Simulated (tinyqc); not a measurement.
# Octagonal on-chip spiral inductor, lumped pi model: two studies

Outer diameter do = di + 2 n wd + 2 (n - 1) sp, mean da = (do + di)/2, fill p = (do - di)/(do + di), length l = 3.314 n da. L = 2.25 mu0 n^2 da/(1 + 3.55 p), mu0 = 4 pi 1e-7 H/m. Rs = rho l/(wd delta (1 - exp(-th/delta))), delta = sqrt(rho/(pi f mu0)). Cs = n wd^2 eps0 eo/hu across the coil. At each end Cox = l wd eps0 eo/(2 ho) leads to the substrate branch Rsi = 2 rs he/(l wd) in parallel with Csi = l wd eps0 11.7/(2 he). With one end grounded Y = 1/(Rs + i w L) + i w Cs + 1/[1/(i w Cox) + 1/(1/Rsi + i w Csi)], w = 2 pi f; Q = -Im Y/Re Y. Eddy currents in neighbouring turns and in the substrate are left out.

Inputs (values chosen for the exercise); values of the order met in silicon radio-frequency processes: number of turns n = 6.5; line width wd = 4 um; space between turns sp = 1.5 um; inner diameter di = 40 um; metal thickness th = 3.4 um; metal resistivity rho = 3 uohm cm; oxide below the coil ho = 5.2 um; oxide between coil and underpass hu = 1.2 um; relative permittivity of the oxide eo = 3; substrate resistivity rs = 20 ohm cm; effective spreading depth in the substrate he = 50 um; frequency f = 1.2 GHz.

Constants: eps0 = 8.8541878128e-12 F/m. Results are converted to the units shown.

Each table varies one quantity; the others keep the values above.

## Quality factor against frequency

Apparent inductance Im(1/Y)/w; share of the loss Re(substrate branch)/Re Y.

Quality factor against frequency:
```
f (GHz)  Rs (ohm)  w L/Rs       Q  apparent inductance (nH)  loss in the substrate (%)
0.54       5.3653  2.1267  2.1243                    3.3644                   0.026870
0.89       5.9701  3.1500  3.1391                    3.3674                    0.14636
1.5        6.8396  4.6340  4.5765                    3.3750                    0.77564
2.4        7.9121  6.4094  6.1678                    3.3894                     2.8268
3.9        9.4180  8.7499  7.8700                    3.4217                     8.2056
6.3        11.440  11.636  9.0820                    3.5014                     18.355
10         14.045  15.044  9.0621                    3.7114                     33.009
17         18.054  19.897  6.7163                    4.5645                     53.286
28         23.060  25.656  1.9428                    10.204                     70.981
```

Read the table: what changes, and by how much?

Q goes from 2.12 through a maximum of 9.08 (at f = 6.3 GHz among the rows listed) to 1.94; the exact peak is 9.27 at 7.96 GHz and Q reaches zero at the self-resonance, 32.6 GHz. The share of the substrate rises from 0.0269 to 71.0 %, and the apparent inductance ends at 3.03 times L. At the peak the substrate takes 25.2 % of the loss. For f = 17, 28 the coil is longer than 0.15 of a wavelength in the oxide, where one lumped section is rough.

## Effect of the metal thickness

Same model as above.

Peak Q and its frequency from a search over f; self-resonance where Im Y = 0; Q at the given f (negative beyond resonance).

The same in every row: L (nH) = 3.363; do (um) = 108.5.

Result of one run:
```
th (um)  peak Q  f of the peak (GHz)  self-resonance (GHz)  Q at f
6         9.486                7.464                 32.62   4.791
```

What becomes of these results when the metal thickness th is changed from 6 to 0.5 um, all else the same?

Result of the changed run:
```
th (um)  peak Q  f of the peak (GHz)  self-resonance (GHz)  Q at f
0.5       5.117                12.74                 32.59  0.9506
```

The whole series:
```
th (um)  peak Q  f of the peak (GHz)  self-resonance (GHz)  Q at f
0.5       5.117                12.74                 32.59  0.9506
0.9       6.742                11.04                 32.61   1.589
1.5       8.023                9.649                 32.62   2.374
2         8.599                8.957                 32.62   2.898
3         9.158                8.156                 32.62   3.679
4         9.371                7.757                 32.62   4.203
6         9.486                7.464                 32.62   4.791
9         9.504                7.393                 32.62   5.128
```

As th goes from 0.5 to 9, L stays at 3.36 nH, the peak Q rises from 5.12 to 9.50, its frequency falls from 12.7 to 7.39 GHz and the self-resonance stays near 32.6 GHz. Once th exceeds a few skin depths Rs no longer falls.

Program tinyqc, `OMP_NUM_THREADS=1 python tinyqc.py 2302233 2302234 out.jsonl`; Intel Xeon 2.30GHz, shared host, one thread, about 0.01 s.
